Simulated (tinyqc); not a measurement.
Changing the local temperature T: Raman shift of the zone-centre optical phonon of a diamond-structure crystal under stress. Computed by tinyqc, a small Python program. Command: `OMP_NUM_THREADS=1 python tinyqc.py 3025166 3025167 out.jsonl ramanstress sweep`. One thread of a shared host (Intel(R) Xeon(R) Processor @ 2.30GHz), about 0.01 s of CPU time with the checks.

Axes x, y, z are the cube axes. Strain shifts the threefold optical mode and can split it; p, q and r are the phonon deformation potentials.

Inputs (values chosen for the exercise, modelled on germanium):

| quantity | value | unit |
|---|---|---|
| unstrained frequency omega_0 | 300.3 | 1/cm |
| p/omega_0^2 | -1.47 | - |
| q/omega_0^2 | -1.88 | - |
| r/omega_0^2 | -1.14 | - |
| C11 | 127.9 | GPa |
| C12 | 47.99 | GPa |
| C44 | 67.53 | GPa |
| stress sigma (tension positive) | 0.83 | GPa |
| polarisation angle phi | 75 | degree |
| temperature coefficient d omega/dT | -0.016 | 1/(cm K) |
| laser wavelength | 532 | nm |

Stress state: hydrostatic. Axis: none.

Constants: h = 6.62607015e-34 J s; c = 299792458 m/s; k_B = 1.380649e-23 J/K.

Method:
- S11 = (C11 + C12)/D, S12 = -C12/D, D = (C11 - C12)(C11 + 2 C12), S44 = 1/C44.
- Hydrostatic stress: sigma_ij = sigma delta_ij.
- eps_xx = S11 sigma_xx + S12 (sigma_yy + sigma_zz), and cyclic; eps_xy = S44 sigma_xy/2 (tensor strain).
- Secular matrix: M_xx = p eps_xx + q (eps_yy + eps_zz), M_xy = 2 r eps_xy; its eigenvalues are omega^2 - omega_0^2, and the shifts are these over 2 omega_0.
- Backscattering from a (001) surface: incident polarisation (cos phi, sin phi, 0). With Raman tensors (R_z)_xy = (R_z)_yx = 1 and cyclic, only the z component u_z of a mode counts: I = u_z^2 sin^2(2 phi) for parallel and u_z^2 cos^2(2 phi) for crossed polarisers. An unresolved line sits at the intensity-weighted shift, which is M_zz/(2 omega_0).
- A temperature above 300 K shifts the line by (d omega/dT)(T - 300 K); divided by the shift per stress it poses as a stress; the total shift adds it to the shift of the observed line. The anti-Stokes to Stokes ratio is [(omega_L + omega_0)/(omega_L - omega_0)]^3 exp(-h c omega_0/(k_B T)) in photon counts, omega_L = 1/wavelength, resonance effects left out.

One run for each value:

| local temperature T (K) | anti-Stokes/Stokes ratio | total shift (1/cm) | apparent stress from heating (GPa) |
|---|---|---|---|
| 300 | 0.26071 | -2.911 | 0.0000 |
| 330 | 0.29718 | -3.391 | 0.1368 |
| 370 | 0.34236 | -4.031 | 0.3193 |
| 420 | 0.39343 | -4.831 | 0.5474 |
| 480 | 0.44741 | -5.791 | 0.8211 |
| 560 | 0.50881 | -7.071 | 1.1860 |
| 650 | 0.56618 | -8.511 | 1.5965 |
| 750 | 0.61865 | -10.111 | 2.0527 |

Describe and explain the trends.

Over the rows, anti-Stokes/Stokes ratio rises from 0.261 to 0.619 (exponent d ln y / d ln x 1.4 between the first rows and 0.62 between the last); total shift (1/cm) falls from -2.91 to -10.1 (exponent d ln y / d ln x 1.6 between the first rows and 1.2 between the last); apparent stress from heating (GPa) rises from 0 to 2.05. The intensity ratio is a Boltzmann factor and does not involve the stress in this model, so it separates heating from stress.

Caution (all rows): this stress has components normal to the (001) face, so it cannot reach a free (001) surface; it can act on buried material.

Extremes, crossings and ranges named in words are read from the listed rows.
